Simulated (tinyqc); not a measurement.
Worked calculation: strained quantum well: band edges, subbands and transparency. Values are carried at full precision from step to step, so a last printed digit may differ when a step is redone from the rounded ones.

Growth on (001), barriers unstrained: tr(e) = e (2 - nu2), Z = b e (1 + nu2); Ec = Ev + Eg + ac tr(e), E_HH = Ev + av tr(e) + Z, E_LH = Ev + av tr(e) - Z (coupling to the split-off band left out).

Constants: hbar^2/2m0 = 3.80998211 eV angstrom^2; hc = 1239.841984 eV nm; kB = 8.617333262e-05 eV/K.

Values chosen for the exercise (near those of an InGaAs/AlGaAs well; the results hold for these values, not for the real material): e = -0.0141 (strain in the plane); nu2 = 0.95 (2 C12/C11); Eg = 1.13 eV (unstrained gap of the well); Ev = -0.758 eV (its valence edge); ac = -6.75 eV; av = 1.13 eV (Ev moves by av tr(e)); b = -1.96 eV (shear potential); Egb = 1.672 eV (gap of the barrier); Evb = -0.905 eV (its valence edge); L = 88 angstrom (well width); me = 0.0574 m0 (electron mass); g1 = 9.58 (gamma1); g2 = 3.35 (gamma2); meb = 0.084 m0; g1b = 6.3; g2b = 1.8; T = 350 K (temperature); Br = 1.2 x 1e-4 cm^2/s (two-dimensional radiative coefficient).

## Strained band edges and offsets

Give tr(e), Z, the edges Ec, E_HH, E_LH and the well depths against the barrier.

tr(e) = -0.01481
Z = 0.0539 eV

Ec, E_HH, E_LH (eV): 0.4719  -0.7208  -0.8286

depths for e, HH, LH (eV): 0.2951  0.1842  0.0764

The well is under compression, which puts HH on top, by 108 meV; the gap becomes 1.1928 eV, +63 meV from the unstrained one.

## Subband edges

Masses along z: me, 1/(g1 - 2 g2) for HH, 1/(g1 + 2 g2) for LH, likewise in the barrier; in the plane me, 1/(g1 + g2) for HH and 1/(g1 - g2) for LH (no mixing, which understates the hole masses away from k = 0). Level n solves k L + 2 atan[(k/m)/(kappa/mb)] = n pi, k = sqrt(m E/c), kappa = sqrt(mb (V - E)/c), c = hbar^2/2m0.

Up to three electron, four HH and two LH levels, on the common energy scale, with their masses in the plane.

Subbands:

| level | E (eV) | m in the plane |
|---|---|---|
| e1 | 0.5143 | 0.0574 |
| e2 | 0.6380 | 0.0574 |
| hh1 | -0.7308 | 0.0773 |
| hh2 | -0.7605 | 0.0773 |
| hh3 | -0.8086 | 0.0773 |
| lh1 | -0.8523 | 0.1605 |
| hh4 | -0.8709 | 0.0773 |

lowest transition = 1.2451 eV
wavelength hc/E = 995.8 nm

The top hole level is hh1, so the edge is mainly TE polarised; hh2 lies 30 meV lower.

## Transparency density

Transparency (Bernard-Duraffourg): Fc - Fv equals the lowest transition energy with n = p, n = sum m/(2 pi c) kB T ln(1 + exp((Fc - E)/kB T)) and p likewise over the listed subbands; c = hbar^2/2m0, 1/angstrom^2 = 1e16/cm^2.

Solve for u = (Fc - e1)/kB T; give n_tr, the share of holes in the top subband and the current e Br n_tr^2 (e = 1.602177e-19 C).

u = 0.508
n_tr = 0.728 x 1e12/cm^2
share = 0.631
current density = 10.2 A/cm^2

For mirror-image bands u = 0 and n_tr = me kB T ln2/(2 pi c) = 0.501 x 1e12/cm^2; the heavier or more numerous hole states raise it by a factor 1.45.

## Checks

- Transparency for equal single subbands against m kB T ln2/(2 pi c): both 0.3743.

Computed by tinyqc, a small Python program: `OMP_NUM_THREADS=1 python tinyqc.py 1250418 1250419 out.jsonl` (the numbers bound the seed that draws the inputs); one thread of a shared host (Intel(R) Xeon(R) Processor @ 2.30GHz), about 0.01 s for the whole set of steps.
